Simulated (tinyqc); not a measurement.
Worked calculation: plane-wave Kohn-Sham cycle with exchange-only LDA in a layered model solid. One step of it, computed by the program tinyqc.

Question. Iteration 1: Hamiltonian at one k. H(m,m') = (k + G_m)^2/2 delta + V(G_m - G_m'), with V(-G) = V(G).

A solid whose potential varies along x alone (atomic units):

| parameter | value |
|---|---|
| period a | 11.900000 |
| cross-section of the cell | 31.000000 |
| electrons per cell | 2 |
| grid points | 16 |
| plane waves -n..n, n | 3 |
| k points | 2 |
| V1 in V1 cos(2 pi x/a) | -0.470000 |
| V2 in V2 cos(4 pi x/a) | 0.030000 |

V(G_m), m = 0, 1, 2, ... (hartree): -0.172994  -0.235000  0.015000  0.000000  0.000000  0.000000  0.000000

k = 0.250000 2 pi / a

Give: H.

Answer.

H (hartree):
```
         -3       -2       -1       +0       +1       +2       +3
-3   0.8812  -0.2350   0.0150   0.0000   0.0000   0.0000   0.0000
-2  -0.2350   0.2539  -0.2350   0.0150   0.0000   0.0000   0.0000
-1   0.0150  -0.2350  -0.0946  -0.2350   0.0150   0.0000   0.0000
+0   0.0000   0.0150  -0.2350  -0.1643  -0.2350   0.0150   0.0000
+1   0.0000   0.0000   0.0150  -0.2350   0.0448  -0.2350   0.0150
+2   0.0000   0.0000   0.0000   0.0150  -0.2350   0.5327  -0.2350
+3   0.0000   0.0000   0.0000   0.0000   0.0150  -0.2350   1.2993
```
